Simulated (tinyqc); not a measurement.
Inside a calculation. Model: lossy on-chip transmission line with skin effect.

tinyqc, about 0.01 s, one thread, Intel Xeon 2.30GHz (shared host): `OMP_NUM_THREADS=1 python tinyqc.py 2810154 2810155 out.jsonl` Printed values are rounded.

A uniform line in a homogeneous dielectric: c = sqrt(er)/(c0 Z0), l = Z0 sqrt(er)/c0 (c0 = 299792458 m/s), g = w c td, w = 2 pi f. The resistance joins its limits as r = sqrt(r_dc^2 + r_hf^2), with r_dc = rho/(wd th), r_hf = kr rho/(2 delta (wd + th)), delta = sqrt(rho/(pi f mu0)), mu0 = 4 pi 1e-7 H/m; this is an interpolation, and internal inductance, up to 0.05 nH/mm at low frequency, is neglected.

Values chosen for this exercise:
```
symbol  value     unit                                  meaning
wd        2.7       um                       width of the strip
th        1.1       um                   thickness of the strip
rho       2.9  uohm cm                              resistivity
er        3.5                             relative permittivity
td       0.02                                      loss tangent
Z0         45      ohm             lossless impedance sqrt(l/c)
kr        1.2           factor for crowding and the return path
len       2.4       mm                                   length
Rg        100      ohm                        source resistance
RL        1e5      ohm                          load resistance
CL        100       fF                         load capacitance
f          15      GHz                                frequency
```

## Line constants

delta, r_dc, r_hf, r, l, c and g as defined.

delta = 0.6997993 um
r_dc = 9.764310 ohm/mm
r_hf = 6.543229 ohm/mm
r = 11.75396 ohm/mm
l = 0.2808186 nH/mm
c = 138.6758 pF/m
g = 0.2613978 S/m

r is 1.20 times r_dc; the skin depth is 0.636 of the thickness.

## Propagation constant and impedance

gamma = sqrt((r + i w l)(g + i w c)) = alpha + i beta, Zc = sqrt((r + i w l)/(g + i w c)), roots with positive real part; loss 8.685889638 alpha in dB; phase velocity w/beta.

gamma len = 0.320768+1.441410i
Zc = 46.13806-9.30330i ohm
loss = 1.160900 dB/mm
phase velocity over c0 = 0.5234487
r/(w l) = 0.4441067

r is below w l; the low-loss estimate 8.686 (r/(2 Z0) + g Z0/2) gives 1.19 dB/mm.

## Reflection, input impedance and transfer

ZL = 1/(1/RL + i w CL); reflection (ZL - Zc)/(ZL + Zc); Zin = Zc (ZL + Zc tanh(gamma len))/(Zc + ZL tanh(gamma len)); H = V_load/V_source = [Zin/(Zin + Rg)]/[cosh(gamma len) + (Zc/ZL) sinh(gamma len)].

ZL = 0.1126-106.1032i ohm
reflection at the load = 0.5849887-0.6332538i
Zin = 20.87297+7.64722i ohm
H = -0.1138401-0.3232522i
|H| = -9.301412 dB
